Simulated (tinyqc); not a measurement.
Ranking of structures: pair-potential crystal by lattice sums. Computed by tinyqc, a small Python program. Command: `OMP_NUM_THREADS=1 python tinyqc.py 3013052 3013053 out.jsonl pairsum walk`. One thread of a shared host (Intel(R) Xeon(R) Processor @ 2.30GHz), about 0.02 s of CPU time with the checks.

Energy per atom E = (1/2) sum over neighbours of phi(r); d is the nearest-neighbour distance.

Inputs (values chosen for the exercise, for model atoms):

| quantity | value | unit |
|---|---|---|
| well depth eps | 0.0677 | eV |
| pair minimum r0 | 2.99 | angstrom |
| cut-off r_c/r0 | 2.11 | - |
| stiffness alpha r0 | 5.5 | - |

Potential: Morse. Structure: bcc.

Constants: 1 eV/angstrom^3 = 160.2176634 GPa.

Method:
- phi0(r) = eps [exp(-2 alpha (r - r0)) - 2 exp(-alpha (r - r0))]; shifted-force cut-off: phi(r) = phi0(r) - phi0(r_c) - (r - r_c) phi0'(r_c) for r < r_c, zero beyond.
- Shells (distance in units of d, count): fcc 1.0000 (12), 1.4142 (6), 1.7321 (24), 2.0000 (12), 2.2361 (24), 2.4495 (8), 2.6458 (48), 2.8284 (6), 3.0000 (36), 3.1623 (24); hcp 1.0000 (12), 1.4142 (6), 1.6330 (2), 1.7321 (18), 1.9149 (12), 2.0000 (6), 2.2361 (12), 2.3805 (12), 2.4495 (6), 2.5166 (6), 2.5820 (12), 2.6458 (24), 2.7080 (6), 2.8868 (12), 3.0000 (12), 3.1091 (24), 3.1623 (12); bcc 1.0000 (8), 1.1547 (6), 1.6330 (12), 1.9149 (24), 2.0000 (8), 2.3094 (6), 2.5166 (24), 2.5820 (24), 2.8284 (24), 3.0000 (32); sc 1.0000 (6), 1.4142 (12), 1.7321 (8), 2.0000 (6), 2.2361 (24), 2.4495 (24), 2.8284 (12), 3.0000 (30), 3.1623 (24); diamond 1.0000 (4), 1.6330 (12), 1.9149 (12), 2.3094 (6), 2.5166 (12), 2.8284 (24), 3.0000 (16). Volumes per atom in d^3: fcc 0.70711, hcp 0.70711, bcc 0.76980, sc 1.00000, diamond 1.53960; hcp has the ideal c/a. Every shell inside the cut-off is summed.
- Equilibrium: dE/dd = 0 at the lowest minimum with d between 0.78 r0 and 1.45 r0; B = d^2 E''(d)/(9 Omega).

Each structure at its own equilibrium:

| structure | neighbours | d (angstrom) | E (eV/atom) | volume (angstrom^3) | B (GPa) |
|---|---|---|---|---|---|
| fcc | 12 | 2.9246 | -0.45260 | 17.687 | 27.874 |
| hcp | 12 | 2.9241 | -0.45261 | 17.680 | 27.868 |
| bcc | 8 | 2.8535 | -0.43802 | 17.885 | 26.611 |
| sc | 6 | 2.8383 | -0.29214 | 22.864 | 13.904 |
| diamond | 4 | 2.8990 | -0.15459 | 37.512 | 4.453 |

The order is hcp < fcc < bcc < sc < diamond; hcp lies 0.014 meV below fcc. fcc (-0.452601 eV) and hcp (-0.452614 eV) share two shells and differ from the third on. Pair forces reward the number of bonds: diamond reaches only 34 % of the best binding. Caution: each structure is relaxed in d alone and may be unstable against shear; the tiny fcc-hcp difference depends on the cut-off.

Extremes, crossings and ranges named in words are read from the listed rows.
